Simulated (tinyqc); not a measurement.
From results back to parameters: Shockley-Read-Hall recombination through one deep level.

Problem. Deep-level transient spectroscopy: the emission rate is en = gam sigma T^2 exp(-dE/kB T), dE = Ec - Et. Two rates were computed from hidden dE and sigma.

Constants: kB = 8.617333262e-05 eV/K.

Parameters, chosen for this exercise (out of a larger set: gap and densities of states near those of InP at this temperature; not measured data): gam = 1.3e+20 1/(cm^2 s K^2) (vth Nc/T^2, which does not depend on T); T1 = 165 K; T2 = 190 K.

en(T1) = 0.149542 1/s
en(T2) = 4.65337 1/s

Find: ln(en/T^2) at T1 and T2; dE; sigma.

Solution. ln(en/T^2) against 1/T is a line of slope -dE/kB and intercept ln(gam sigma); plotting ln en alone would overstate dE by about 2 kB T.

ln(en/T^2) at T1 and T2: -12.1121  -8.9565

dE = 0.341 eV
sigma = 1.1e-15 cm^2

Run: tinyqc, `OMP_NUM_THREADS=1 python tinyqc.py 1681197 1681198 out.jsonl`; Intel(R) Xeon(R) Processor @ 2.30GHz, one thread, shared host; about 0.01 s of CPU time with all checks.
